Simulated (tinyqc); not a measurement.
Inside a calculation. Model: chemically amplified photoresist: aerial image, acid generation, bake, development and line width. Computed by tinyqc, a small Python program that keeps every step. Command: `OMP_NUM_THREADS=1 python tinyqc.py 3013967 3013968 out.jsonl resist walk`. One thread of a shared host (Intel(R) Xeon(R) Processor @ 2.30GHz), about 0.03 s of CPU time with the checks. Intermediate numbers are printed to about 6 digits and carried at full precision; extremes and crossings named in words are read from the listed rows.

Lines and spaces of pitch p with a two-beam-like image; x = 0 is the middle of the bright space. The resist is positive and treated as uniform in depth.

Inputs (values chosen for the exercise, for a model resist at 13.5 nm):
```
quantity                                         value     unit
pitch p                                             31       nm
image contrast c                                  0.56        -
mean dose E                                       31.1  mJ/cm^2
Dill parameter C                                 0.017  cm^2/mJ
quencher load q, relative to the acid generator   0.19        -
acid diffusivity D                                0.03   nm^2/s
bake time t                                         60        s
amplification rate k_amp                         0.044      1/s
threshold protection m_th                         0.41        -
development selectivity n                           20        -
largest rate r_max                                 210     nm/s
smallest rate r_min                               0.01     nm/s
resist thickness d                                  35       nm
development time t_d                                30        s
photon energy                                    91.84       eV
absorption coefficient alpha                       4.9     1/um
```

## Acid image and its blur

Dose E(x) = E [1 + c cos(2 pi x/p)]; acid h = 1 - exp(-C E(x)). Bake: the acid image is blurred by a Gaussian of variance sigma^2 = 2 D t (each Fourier term k of h, taken on 64 points, is multiplied by exp(-4 pi^2 k^2 D t/p^2)). Cosine coefficients: h(x) = sum_k h_k cos(2 pi k x/p).

diffusion length sigma = sqrt(2 D t) = 1.89737 nm

h_0 to h_4 before the bake: 0.397643  0.176415  -0.013010  0.000641  -0.000024

h_0 to h_4 after the blur: 0.397643  0.163841  -0.009679  0.000329  -0.000007

blur factor of the first harmonic = 0.928723

sigma/p = 0.061; the blur keeps 93 % of the modulation.

## From image to dissolution rate

The quencher then removes q, h_eff = max(h_blurred - q, 0); protection m = exp(-k_amp t h_eff). Mack rate r = r_max (a + 1)(1 - m)^n/(a + (1 - m)^n) + r_min, a = ((n + 1)/(n - 1))(1 - m_th)^n.

Across half a pitch:
```
x/p   x (nm)  dose (mJ/cm^2)  blurred acid  protection m  rate (nm/s)
0.00    0.00         48.5160      0.552126      0.384422  1.42582e+02
0.05    1.55         47.6636      0.545825      0.390871  1.32600e+02
0.10    3.10         45.1898      0.527105      0.410673  9.85685e+01
0.15    4.65         41.3369      0.496629      0.445080  4.40721e+01
0.20    6.20         36.4818      0.455834      0.495691  7.93414e+00
0.25    7.75         31.1000      0.407314      0.563431  4.69019e-01
0.30    9.30         25.7182      0.355108      0.646693  1.66799e-02
0.35   10.85         20.8631      0.304650      0.738839  1.00158e-02
0.40   12.40         17.0102      0.262209      0.826436  1.00000e-02
0.45   13.95         14.5364      0.233794      0.890816  1.00000e-02
0.50   15.50         13.6840      0.223786      0.914667  1.00000e-02
```

The dose varies by a factor 3.55 across the pattern and the rate by 14300.

## Space width and dose latitude

Edge: vertical development clears the film where r t_d >= d; the space width is twice the x where r = d/t_d. Dose sensitivity = d ln(width)/d ln E from widths at 1.005 E and E/1.005; image log-slope at the edge = |d ln E/dx|, normalised by the width (NILS); latitude for 10 % of width = 10 %/sensitivity.

space width = 14.6298 nm

dose sensitivity = 1.33063

NILS = 1.57631

dose latitude = 7.51524 %

At the same width a resist without blur would give a sensitivity 2/NILS = 1.269; the blur multiplies it by 1.05. Caution: lateral development, standing waves and the joint diffusion of acid and quencher are left out, so widths are indicative.

## Photon statistics at the edge

The edge lies at x = width/2. Absorbed photons per volume N = E(edge) alpha/(photon energy), 1 mJ/cm^2 = 62.41509 eV/nm^2, alpha in 1/nm; a Gaussian blur averages over a volume V = (2 sqrt(pi) sigma)^3; relative noise 1/sqrt(N V); edge noise sigma_x = (dh/d ln E) noise/|dh/dx|, with both derivatives of the blurred acid at the edge.

absorbed photons N = 0.108673 1/nm^3

photons in the blur volume = 33.0668

edge noise from photons = 1.69256 nm

Caution: the noise counts photons alone (acid and quencher statistics add to it) and takes the film as thicker than the blur; a thinner film averages in two dimensions only.

## Blur against noise

For each sigma the edge is held at x = p/4; N is taken at the mean dose; edge noise = (dh/d ln E)/(sqrt(N V) |dh/dx|), both derivatives taken of the blurred acid, V = (2 sqrt(pi) sigma)^3, N = E alpha/(photon energy), 1 mJ/cm^2 = 62.41509 eV/nm^2.

Trade-off:
```
sigma/p  sigma (nm)  blur factor  photons in V  edge noise (nm)
0.02           0.62     0.992135   1.09952e+00          8.44704
0.04           1.24     0.968911   8.79618e+00          3.03625
0.07           2.17     0.907808   4.71420e+01          1.37751
0.10           3.10     0.820869   1.37440e+02          0.87708
0.14           4.34     0.679167   3.77136e+02          0.62894
0.18           5.58     0.527530   8.01552e+02          0.55028
0.22           6.82     0.384667   1.46346e+03          0.55642
0.27           8.37     0.237168   2.70524e+03          0.66295
0.33          10.23     0.116531   4.93919e+03          0.99836
```

The noise is least near sigma/p = 0.18 among these rows. More diffusion averages over more photons (noise falls as sigma^(-3/2)) until it erases the image slope (factor exp(-2 pi^2 sigma^2/p^2)); for a pure cosine the two balance at sigma/p = sqrt(3/8)/pi = 0.195. Caution: for a film thinner than the blur the noise falls as 1/sigma only, and the optimum moves to sigma/p = 1/(2 pi) = 0.159. Caution: rows with under about ten photons in V are beyond a Gaussian noise estimate.

Checks made by the program: sensitivity 2/NILS in the limit of no diffusion (relative difference 2e-06).
